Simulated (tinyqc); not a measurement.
Input admittance of a MOSFET at zero drain bias: distributed channel and distributed gate: two steps of the calculation.

Source and drain grounded, strong inversion, w = 2 pi f, Cox = eps0 eox/tox. The channel is an RC line of resistance 1/(mu Cox Vo) per square fed from both ends, so one finger has the intrinsic admittance y = i w Cox L tanh(g)/g per width, g = (1/2) sqrt(i w tau), tau = L^2/(mu Vo). The vertical resistance rv/L is in series with y, the overlaps 2 i w Cov in parallel: y_t = 1/(1/y + rv/L) + 2 i w Cov. The gate strip is a line of Rsh/L per length loaded by y_t, so a finger has Y = y_t Wf tanh(k)/k, k = (Wf/sd) sqrt(y_t Rsh/L); the device has Nf Y.

Parameters, values chosen for the exercise; values of the order met in silicon radio-frequency transistors:
```
symbol  value        unit                                                                 meaning
eox       3.9              relative permittivity of the gate insulator (close to silicon dioxide)
tox       1.7          nm                                                     insulator thickness
L         1.9          um                                                          channel length
Wf        4.4          um                                                            finger width
Nf         64                                                                   number of fingers
mu        210  cm^2/(V s)                                                        channel mobility
Vo       0.28           V                                                          gate overdrive
Rsh       5.9  ohm/square                                            sheet resistance of the gate
rv        5.5    ohm um^2                                  vertical resistivity of the gate stack
sd          1                                       number of ends at which a finger is contacted
Cov      0.21       fF/um                             overlap and fringe capacitance on each side
f        0.19         GHz                                                               frequency
```

Constants: eps0 = 8.8541878128e-14 F/cm where lengths are in cm. Results are converted to the units shown.

Problem 1. Low-frequency resistances and capacitance. Low-frequency limits, with c = Cox L and ct = c + 2 Cov: R_strip = Rsh Wf/(3 sd^2 L Nf), R_ch = (c/ct)^2 L/(12 mu Cox Vo Wf Nf), R_vert = (c/ct)^2 rv/(L Wf Nf), C = ct Wf Nf.

Find: parts; sum; C; 1/(2 pi R C).

Solution 1.

parts (ohm): strip 0.071162, channel 4.6068, vertical 0.010059
sum = 4.6880 ohm
C = 10986 fF
1/(2 pi R C) = 3.0902 GHz

The channel term is the largest, 98.3 % of the sum.

Problem 2. Input impedance of the device. k and Y as defined; Z = 1/(Nf Y) = R + 1/(i w C); Q = |Im Z|/R; signal at the point farthest from a contact |1/cosh k|.

y_t = 2.804916+46.369062i uS/um

Give: k; Nf Y; R; C; Q; signal at the far point.

Solution 2.

k = 0.038479+0.036222i
Nf Y = 0.802+13.056i mS
R = 4.6869 ohm
C = 10978 fF
Q = 16.280
signal at the far point = 0.99992

Program tinyqc, `OMP_NUM_THREADS=1 python tinyqc.py 2262148 2262149 out.jsonl`; Intel Xeon 2.30GHz, shared host, one thread, about 0.01 s.
